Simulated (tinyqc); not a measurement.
# MOSFET in saturation, small-signal circuit and noise: several studies

Bias by the inversion coefficient IC = I/Ispec (charge-based model with velocity saturation; weak inversion below 0.1, strong above 10). Common-source circuit: gm, gds, Cgs, Cgd and Cj at the inner nodes, Rg in series with the gate; quasi-static, no source or drain resistance, no gate-body capacitance, no substrate network, no induced gate noise, so fmax is an upper estimate.

Parameters, values chosen for the exercise: temperature T = 293 K; gate length L = 90 nm; total gate width W = 10 um; gate capacitance Cox = 1.95 uF/cm^2; mobility mu = 160 cm^2/(V s); slope factor n = 1.15; velocity-saturation length Ls = 25 nm; ratio gds/gm sg = 0.036; overlap and fringe capacitance per side Cov = 0.39 fF/um; drain junction capacitance Cj = 0.78 fF/um; sheet resistance of the gate Rsh = 15 ohm; finger width Wf = 0.5 um; gate contact and vertical resistance Rc = 200 ohm um; inversion coefficient IC = 1.7; short-channel excess of the noise factor gw = 0.13; oxide trap density Nt = 4.9e17 cm^-3 eV^-1; tunnelling length into the oxide lt = 0.1 nm; Coulomb scattering coefficient ac = 3000 V s/C.

Constants: q = 1.602176634e-19 C, kB = 1.380649e-23 J/K, Vt = kB T/q. Results are converted to the units shown.

Each table varies one quantity; the others keep the values above.

## Effect of the total gate width on speed and noise

Ispec = 2 n mu Cox (W/L) Vt^2, lc = Ls/L, gms = [sqrt((lc IC + 1)^2 + 4 IC) - 1]/[2 + lc (lc IC + 1)], gm = gms Ispec/(n Vt), gds = sg gm. qs = [sqrt(1 + 4 IC) - 1]/2, Cgs = Cox W L qs (2 qs + 3)/(3 (qs + 1)^2) + Cov W, Cgd = Cov W, Cd = Cj W, Rg = Rsh (Wf/L)/(12 Nf) + Rc/W with Nf = W/Wf fingers (not rounded) contacted at both ends. fT = gm/(2 pi (Cgs + Cgd)), fmax = fT/(2 sqrt(Rg (gds + 2 pi fT Cgd))). Channel noise Sid = 4 kB T gam n gm with gam = (1/2 + (2/3) qs)/(1 + qs) + gw lc IC, qs = [sqrt(1 + 4 IC) - 1]/2, lc = Ls/L (the last term an empirical rise with velocity saturation); at the gate, white noise Sw = Sid/gm^2 + 4 kB T Rg. Number fluctuation with correlated mobility: S(f) = K/f, K = q^2 Vt lt Nt/(W L Cox^2) (1 + ac mu Cox I/gm)^2, Vt in eV with Nt per eV. Corner fc = K/Sw. IC is held fixed.

The same in every row: fT (GHz) = 15.599; fmax (GHz) = 82.958; fc (MHz) = 12.102.

Effect of the total gate width on speed and noise:
```
W (um)	I (uA)	Rg (ohm)	sqrt(Sw) (nV/Hz^0.5)
2	17.282	101.74	6.5375
4.3	37.157	47.319	4.4586
9.3	80.362	21.879	3.0317
20	172.82	10.174	2.0674
43	371.57	4.7319	1.4099
93	803.62	2.1879	0.95871
200	1728.2	1.0174	0.65375
```

Read the table: what changes, and by how much?

As W goes from 2 to 200 um, fT stays at 15.6 GHz, fmax stays at 83.0 GHz, the white noise falls from 6.54 to 0.654 nV/Hz^0.5 and the corner stays at 12.1 MHz. Current, gm and capacitances scale with W and Rg with 1/W, so the frequencies stay while both noise powers fall as 1/W. In every row fmax exceeds 4 fT, where channel resistance and substrate losses, left out here, would cap it.

## Effect of the inversion coefficient on speed and noise

Same model as above.

Corner fc = K/Sw. IC is held fixed.

The same in every row: Rg (ohm) = 20.35.

Effect of the inversion coefficient on speed and noise:
```
IC	I (uA)	fT (GHz)	fmax (GHz)	sqrt(Sw) (nV/Hz^0.5)	fc (MHz)
0.03	1.525	0.9752	21.31	13.62	0.5286
0.1	5.083	2.731	35.52	7.819	1.610
0.3	15.25	5.955	52.06	4.991	3.989
1	50.83	11.90	72.80	3.356	9.026
3	152.5	20.44	94.56	2.598	15.75
10	508.3	33.26	119.8	2.309	22.23
30	1525	44.24	137.7	2.571	23.00
```

What does the table show?

As IC goes from 0.03 to 30, fT rises from 0.975 to 44.2 GHz, fmax rises from 21.3 to 138 GHz, the white noise goes from 13.6 through a minimum of 2.31 (at IC = 10 among the rows listed) to 2.57 nV/Hz^0.5 and the corner rises from 0.529 to 23.0 MHz. For IC = 0.03 to 3 fmax exceeds 4 fT, where channel resistance and substrate losses, left out here, would cap it.

## Effect of the gate length on speed and noise

Same model as above.

Corner fc = K/Sw. IC is held fixed, and so is sg.

Effect of the gate length on speed and noise:
```
L (nm)	I (uA)	Rg (ohm)	fT (GHz)	fmax (GHz)	sqrt(Sw) (nV/Hz^0.5)	fc (MHz)
20	388.85	21.562	69.679	174.21	2.0578	116.93
32	243.03	20.977	49.792	148.72	2.1645	63.863
50	155.54	20.625	32.247	119.99	2.3984	32.720
79	98.443	20.396	18.572	90.726	2.7846	15.223
130	59.823	20.240	9.2050	63.104	3.3909	6.2086
200	38.885	20.156	4.6852	44.173	4.0935	2.7633
320	24.303	20.098	2.1181	28.744	5.0845	1.1181
500	15.554	20.062	0.95525	18.428	6.2885	0.46749
```

What does the table show?

As L goes from 20 to 500 nm, fT falls from 69.7 to 0.955 GHz, fmax falls from 174 to 18.4 GHz, the white noise rises from 2.06 to 6.29 nV/Hz^0.5 and the corner falls from 117 to 0.467 MHz. fT goes as L^(-0.71) between the first two rows and L^(-1.78) between the last two; with no overlap and no velocity saturation it would go as 1/L^2. For L = 79 to 500 nm fmax exceeds 4 fT, where channel resistance and substrate losses, left out here, would cap it.

Program tinyqc, `OMP_NUM_THREADS=1 python tinyqc.py 2150067 2150068 out.jsonl`; Intel Xeon 2.30GHz, shared host, one thread, about 0.01 s.
